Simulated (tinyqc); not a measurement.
Electron-beam lithography: double-Gaussian proximity function, edge placement and dose correction for parallel lines: one step, computed by the program tinyqc.

Lines are infinitely long. Absorbed energy is counted so that the middle of a very large area written at dose 1 receives 1; the resist develops where it exceeds 1/2.

Question. Interaction matrix. f(r) = [exp(-r^2/alpha^2)/alpha^2 + eta exp(-r^2/beta^2)/beta^2]/(pi (1 + eta)). A line from a to b at dose d gives E(x) = d [S(alpha) + eta S(beta)]/(1 + eta), S(s) = [erf((b - x)/s) - erf((a - x)/s)]/2. M_ij is the mean of E at the two edges of line i from line j at dose 1.

Inputs (values chosen for the exercise, of the order of those for 30 keV electrons in resist on silicon): forward range alpha = 0.018 micrometre; backscatter range beta = 4.5 micrometre; backscatter ratio eta = 0.67.

Lines (micrometre):
```
line  left edge  right edge  centre
1         0.000       0.120   0.060
2         0.640       2.940   1.790
3         3.600       3.654   3.627
4         3.707       8.407   6.057
5         8.458       8.558   8.508
```

Give: M.

Answer.

M:
```
        1       2       3       4       5
1  0.3054  0.0983  0.0014  0.0488  0.0001
2  0.0050  0.4058  0.0022  0.1047  0.0007
3  0.0032  0.0965  0.3021  0.1699  0.0016
4  0.0017  0.0547  0.0018  0.4720  0.0033
5  0.0002  0.0134  0.0008  0.1692  0.3044
```
